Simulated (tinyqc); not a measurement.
p-n diode, drift-diffusion by the Gummel loop with Scharfetter-Gummel fluxes: one step of the calculation.

Abrupt junction at x = 0, p side from -Lp, n side to Ln, ohmic contacts. psi is counted from the intrinsic level; n = ni exp((psi - phin)/Vt), p = ni exp((phip - psi)/Vt). Contacts: p side psi = V - Vt ln(Na/ni), p = Na, n = ni^2/Na; n side psi = Vt ln(Nd/ni), n = Nd, p = ni^2/Nd. Constant mobilities, D = mu Vt, Boltzmann statistics, SRH recombination through a mid-gap level, U = (n p - ni^2)/(tp (n + ni) + tn (p + ni)). Current is positive from the p contact to the n contact.

Question. Recombination and current. U_i as defined. J = Jn at the p contact + Jp at the n contact + q sum w_i U_i - q G sum w_i over the inner nodes, which avoids differences of large majority fluxes: Jn = (q mun Vt/h_0)[n_1 B(d_0) - n_0 B(-d_0)], Jp = (q mup Vt/h_last)[p_(N-1) B(d_last) - p_N B(-d_last)], d_i = (psi_(i+1) - psi_i)/Vt, B(d) = d/(exp(d) - 1), w_i = (h_(i-1) + h_i)/2.

Inputs (values chosen for the exercise); band and dielectric values those of a made-up semiconductor:
```
symbol,value,unit,meaning
T,300,K,temperature
mun,890,cm^2/(V s),electron mobility
mup,260,cm^2/(V s),hole mobility
tn,8e-8,s,SRH lifetime of electrons
tp,1e-9,s,SRH lifetime of holes
G,0,cm^-3 s^-1,uniform generation rate
```

Constants: q = 1.602176634e-19 C, kB = 1.380649e-23 J/K, Vt = kB T/q. Results are converted to the units shown.

| node | x (nm) | converged psi (V) | converged n (cm^-3) | converged p (cm^-3) |
|---|---|---|---|---|
| 0 | -1400 | 0.04001157 | 1.0637020e6 | 1.3e17 |
| 1 | -718 | 0.04001095 | 8.7602365e11 | 1.3000088e17 |
| 2 | -358 | 0.04001065 | 1.3393254e12 | 1.3000123e17 |
| 3 | -167 | 0.04001991 | 1.5860470e12 | 1.2995400e17 |
| 4 | -67 | 0.04113341 | 1.7876967e12 | 1.2447517e17 |
| 5 | -14 | 0.07760583 | 7.4786181e12 | 3.0364882e16 |
| 6 | 14 | 0.27781709 | 1.7278005e16 | 1.3139631e13 |
| 7 | 60.4 | 0.32563184 | 1.0983653e17 | 2.0128309e12 |
| 8 | 137 | 0.32788159 | 1.1982334e17 | 1.6707442e12 |
| 9 | 264 | 0.32791969 | 1.2000029e17 | 1.3987881e12 |
| 10 | 475 | 0.32791977 | 1.2000102e17 | 1.0248306e12 |
| 11 | 823 | 0.32791953 | 1.2000056e17 | 5.5624313e11 |
| 12 | 1400 | 0.32791917 | 1.2e17 | 1.1523438e6 |

ni = 3.7186188e11 cm^-3

Give: U; Jn at the p contact; Jp at the n contact; recombination; generation; J.

Answer.

| node | U (cm^-3 s^-1) |
|---|---|
| 0 | 0 |
| 1 | 1.0950e19 |
| 2 | 1.6742e19 |
| 3 | 1.9826e19 |
| 4 | 2.2346e19 |
| 5 | 9.3481e19 |
| 6 | 1.2366e22 |
| 7 | 2.0093e21 |
| 8 | 1.6685e21 |
| 9 | 1.3971e21 |
| 10 | 1.0239e21 |
| 11 | 5.5590e20 |
| 12 | 0 |

Jn at the p contact = 0.047351 A/cm^2
Jp at the n contact = 0.010382 A/cm^2
recombination = 0.024858 A/cm^2
generation = 0 A/cm^2
J = 0.082591 A/cm^2

tinyqc, about 0.1 s, one thread, Intel Xeon 2.30GHz (shared host): `OMP_NUM_THREADS=1 python tinyqc.py 2240062 2240063 out.jsonl`
